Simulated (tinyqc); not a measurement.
An offset iteration that does not settle: band offset of a heterojunction with an interface dipole (two-band chains, self-consistent charge).

Sites alternate A, C. Left: A at -G1/2, C at +G1/2, hopping -t1; right: A at D - G2/2, C at D + G2/2, hopping -t2; the bonds across the two interfaces of a ring (C left to A right, C right to A left) have -sqrt(t1 t2). D is the offset of the mid-gaps, so Ev(right) - Ev(left) = D - (G2 - G1)/2 and Ec(right) - Ec(left) = D + (G2 - G1)/2. The closing bond has its sign reversed (antiperiodic ring). Half the levels are filled with two electrons each. The charge moved is q = (electrons on the left) less one a site; the mean over the two interfaces, q/2, is taken as the charge that crosses each, and its dipole opposes the offset: D = D0 - u q/2.

From here on the ring has 24 cells a side.

Inputs chosen for the exercise (gaps near those of Si and GaP; the chains and D0 are free models, so the offsets are not those of the real pair; the results hold for these values, not for the real material): G1 = 1.1 eV (gap on the left); G2 = 2.34 eV (gap on the right); t1 = 2.58 eV (hopping on the left); t2 = 2.38 eV (hopping on the right); D0 = -0.38 eV (mid-gap of the right side above that of the left, without dipole); u = 5.6 eV (potential step per electron moved across); mx = 1 (mixing).

Start at D = D0; D(out) = D0 - u q(D)/2; D(new) = D + mx (D(out) - D); stop when |D(out) - D| < 1e-7 eV, after 60 steps, or above 50 eV.

Iterations:
```
i,D (eV),q,D(out) (eV),D(out) - D
0,-0.38000,-0.12043,-0.04281,0.337
1,-0.04281,-0.01344,-0.34238,-0.300
2,-0.34238,-0.10830,-0.07675,0.266
3,-0.07675,-0.02410,-0.31253,-0.236
4,-0.31253,-0.09873,-0.10356,0.209
5,-0.10356,-0.03252,-0.28894,-0.185
6,-0.28894,-0.09119,-0.12467,0.164
7,-0.12467,-0.03917,-0.27034,-0.146
8,-0.27034,-0.08526,-0.14128,0.129
...,...,...,...,...
55,-0.20177,-0.06350,-0.20221,-0.000437
56,-0.20221,-0.06363,-0.20182,0.000387
57,-0.20182,-0.06351,-0.20217,-0.000343
58,-0.20217,-0.06362,-0.20186,0.000304
59,-0.20186,-0.06352,-0.20213,-0.000269
```

Can the last value be used, and what is the cause?

No: the cap of 60 steps is reached with |D(out) - D| = 0.00027 eV; the sign of D(out) - D alternates. Near the solution the error is multiplied by 1 - mx (1 + u chi/2) a step, with chi = dq/dD = 0.3164 1/eV, that is -0.89. A rerun with mx = 0.53, near 1/(1 + u chi/2), converges in 3 steps to D = -0.2020 eV.

tinyqc: `OMP_NUM_THREADS=1 python tinyqc.py 1452870 1452871 out.jsonl`; about 0.6 s, one thread, shared Intel(R) Xeon(R) Processor @ 2.30GHz.
